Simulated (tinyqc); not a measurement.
Pillar capacitor in an array: capacitance, non-linearity, leakage and relaxation: two steps of the calculation.

A film between two metal electrodes, each interface adding a series capacitance ci. The small-signal permittivity is ek (1 + aq E^2); the field is found with the linear permittivity. Leakage J = J0 sinh(E/Ef). After a voltage step the film passes a relaxation current kr C V tt^(-nr), tt being the time in seconds. The sidewall is a coaxial capacitor with radii a = dm/2 and b = dm/2 + t, depth AR dm; the end face is left out.

Inputs (values chosen for the exercise); permittivity of the order of that of hafnium oxide: relative permittivity of the film ek = 19.4; film thickness t = 25 nm; capacitance of each electrode interface (dead layer and screening) ci = 270 uF/cm^2; quadratic field coefficient of the permittivity aq = 0.0087 cm^2/MV^2; bias V = 1.6 V; leakage prefactor J0 = 4.6e-11 A/cm^2; field for an e-fold rise of the leakage Ef = 0.37 MV/cm; diameter of the pillar dm = 220 nm; aspect ratio, depth over diameter AR = 70; pitch of the square array pt = 510 nm; resistivity of the inner electrode rho = 560 uohm cm.

Constants: eps0 = 8.8541878128e-14 F/cm where lengths are in cm. Results are converted to the units shown.

Problem 1. Planar capacitance, field and non-linearity. Planar film: Cf = eps0 ek/t, 1/C = 1/Cf + 2/ci, EOT = 3.9 eps0/C, effective permittivity C t/eps0, E = (V/t) C/Cf; quadratic coefficient [C(V)/C - 1]/V^2 with Cf (1 + aq E^2) in C(V).

Find: Cf; C; EOT; effective permittivity; E; quadratic coefficient; J.

Solution 1.

Cf = 0.68708 uF/cm^2
C = 0.68361 uF/cm^2
EOT = 5.0514 nm
effective permittivity = 19.302
E = 0.63676 MV/cm
quadratic coefficient = 1370.9 ppm/V^2
J = 1.2445e-10 A/cm^2

The interfaces take 0.506 % of the voltage.

Problem 2. Cell capacitance, fields and time constant. Per length 1/c = ln(b/a)/(2 pi eps0 ek) + (1/a + 1/b)/(2 pi ci); cell capacitance c AR dm; per footprint over pt^2; fields c V/(2 pi eps0 ek r) at r = a and b; resistance of the inner electrode rho AR dm/(pi a^2); time constant R C/3 of the distributed line.

Give: a; b; cell capacitance; capacitance per footprint; field at a; field at b; R; R C/3.

Solution 2.

a = 110.00 nm
b = 135.00 nm
cell capacitance = 80.744 fF
capacitance per footprint = 31.044 uF/cm^2
field at a = 0.70663 MV/cm
field at b = 0.57577 MV/cm
R = 2.2687 kohm
R C/3 = 61.061 ps

The array gives 45.4 times the planar capacitance per footprint; curvature makes the field at the inner electrode 1.11 times the planar value.

Program tinyqc, `OMP_NUM_THREADS=1 python tinyqc.py 2102042 2102043 out.jsonl`; Intel Xeon 2.30GHz, shared host, one thread, about 0.01 s.
